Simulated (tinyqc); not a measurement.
Thermoelectric coefficients of a parabolic band, Landauer integrals: one step of the calculation.

Bulk parabolic band, x = (E - Ec)/kB T, C = hbar^2/(2 m0), kB T in eV. Modes per area gv m kB T x/(4 pi C) times the back-scattering length l0 x^rr give the transport function s0 X(x), s0 = (2 q^2/h) gv m kB T l0/(4 pi C), X = x^(1 + rr). I_k = int X (x - eta)^k w dx, w = 1/(4 cosh^2((x - eta)/2)).

Task. The three integrals on a coarse grid. Simpson's rule on nE equally spaced points from xa to xe.

Values chosen for this exercise: energy exponent of that length rr = 1; reduced Fermi level (EF - Ec)/kB T eta = -2.3; lower end of the grid xa = 0; upper end of the grid xe = 10; points of the grid nE = 17.

Find: x; X; w; X w; I_0, I_1, I_2 on this grid.

Result.

x, point 0 to 16: [0.00, 0.62, 1.25, 1.88, 2.50, 3.12, 3.75, 4.38, 5.00, 5.62, 6.25, 6.88, 7.50, 8.12, 8.75, 9.38, 10.00]
X, point 0 to 16: [0, 0.3906, 1.562, 3.516, 6.250, 9.766, 14.06, 19.14, 25.00, 31.64, 39.06, 47.27, 56.25, 66.02, 76.56, 87.89, 100.0]
w, point 0 to 16: [0.08282, 0.04834, 0.02714, 0.01491, 0.008096, 0.004367, 0.002347, 0.001259, 6.746e-4, 3.613e-4, 1.935e-4, 1.036e-4, 5.545e-5, 2.968e-5, 1.589e-5, 8.504e-6, 4.552e-6]
X w, point 0 to 16: [0, 0.01888, 0.04241, 0.05243, 0.05060, 0.04264, 0.03300, 0.02410, 0.01687, 0.01143, 0.007557, 0.004896, 0.003119, 0.001959, 0.001216, 7.474e-4, 4.552e-4]
I_0, I_1, I_2 on this grid: [0.1955, 1.037, 6.058]

Range of the model: Parabolic bands, elastic scattering and a fixed kL make these model figures, not those of a material.

tinyqc, about 0.07 s, one thread, Intel Xeon 2.30GHz (shared host): `OMP_NUM_THREADS=1 python tinyqc.py 2800024 2800025 out.jsonl`
